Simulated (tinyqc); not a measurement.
Metal-interlayer-semiconductor contact, depinning against tunnelling resistance: two steps of the calculation.

Zero bias, n-type semiconductor. Gap states at the semiconductor surface thin out as exp(-be ti), which unpins the barrier; electrons must then cross the interlayer (a rectangular barrier, no voltage drop across it) and the parabolic depleted layer, both by WKB. Energies E are counted from the Fermi level; no image force, parabolic bands.

Inputs (values chosen for the exercise); semiconductor values close to those of 4H silicon carbide; interlayer mass of the order of that in strontium titanate, offset chosen freely: temperature T = 250 K; band gap Eg = 3.2 eV; relative permittivity eps_r = 9.65; electron affinity chi = 3.72 eV; conduction-band density of states at T Nc = 1.29e19 cm^-3; tunnelling mass in the semiconductor mt = 0.198 m0; Richardson mass mA = 0.375 m0; donor density Nd = 2.6e20 cm^-3; charge-neutrality level above the valence band E0 = 1.9 eV; pinning factor without interlayer S0 = 0.64; metal work function phiM = 3.96 eV; interlayer thickness ti = 0.2 nm; conduction-band offset of the interlayer above the semiconductor dE = 0.14 eV; tunnelling mass in the interlayer mi = 0.58 m0; decay constant of gap states through the interlayer be = 3.2 1/nm.

Constants: q = 1.602176634e-19 C, kB = 1.380649e-23 J/K, eps0 = 8.8541878128e-12 F/m, hbar = 1.054571817e-34 J s, h = 6.62607015e-34 J s, m0 = 9.1093837015e-31 kg, Vt = kB T/q, hbar^2/(2 m0) = 0.0380998212 eV nm^2. Results are converted to the units shown.

Problem 1. Pinning, barrier and scales. S = 1/(1 + (1/S0 - 1) exp(-be ti)); phiB = S (phiM - chi) + (1 - S)(Eg - E0); xi = Ec - EF deep inside, from Nd = Nc F(-xi/Vt), F(x) = (2/sqrt(pi)) int_0^infinity sqrt(u) du/(1 + exp(u - x)); band bending U = phiB - xi; E00 = (hbar/2) sqrt(Nd/(eps0 eps_r mt m0)) in volts; A = 4 pi q mA m0 kB^2/h^3.

Give: S; phiB; xi; U; E00; A.

Solution 1.

S = 0.7712
phiB = 0.4825 eV
xi = -0.1909 eV
U = 0.6734 eV
E00 = 0.2166 eV
A = 45.06 A/(cm^2 K^2)

Problem 2. Exponents and integrand on an energy grid. With U = phiB - xi: for xi < E < phiB, y = (E - xi)/U and G1 = (U/E00) [sqrt(1 - y) - y ln((1 + sqrt(1 - y))/sqrt(y))], G1 = 0 above phiB; G2 = 2 ti sqrt(mi max(phiB + dE - E, 0)/C), C = hbar^2/(2 m0); f = 1/(1 + exp(E/Vt)); integrand exp(-G1 - G2) f.

E, point 0 to 12 (eV): -0.19  -0.145  -0.1  -0.055  -0.01  0.035  0.08  0.125  0.17  0.215  0.26  0.305  0.35
phiB = 0.48247850 eV
xi = -0.19087705 eV
E00 = 0.21657969 eV

Find: G1; G2; f; integrand.

Solution 2.

```
point     G1     G2         f  integrand
0      3.091  1.407    0.9999    0.01113
1      2.574  1.367    0.9988    0.01941
2      2.196  1.327    0.9905    0.02926
3      1.875  1.285    0.9278    0.03937
4      1.594  1.241    0.6140    0.03605
5      1.343  1.196    0.1646    0.01299
6      1.118  1.149   0.02381    0.00247
7      0.915  1.101  0.003012    0.00040
8      0.733  1.050  3.739e-4    0.00006
9      0.569  0.996  4.632e-5    0.00001
10     0.424  0.940  5.736e-6    0.00000
11     0.297  0.879  7.103e-7    0.00000
12     0.189  0.815  8.797e-8    0.00000
```

Program tinyqc, `OMP_NUM_THREADS=1 python tinyqc.py 2270142 2270143 out.jsonl`; Intel Xeon 2.30GHz, shared host, one thread, about 0.04 s.
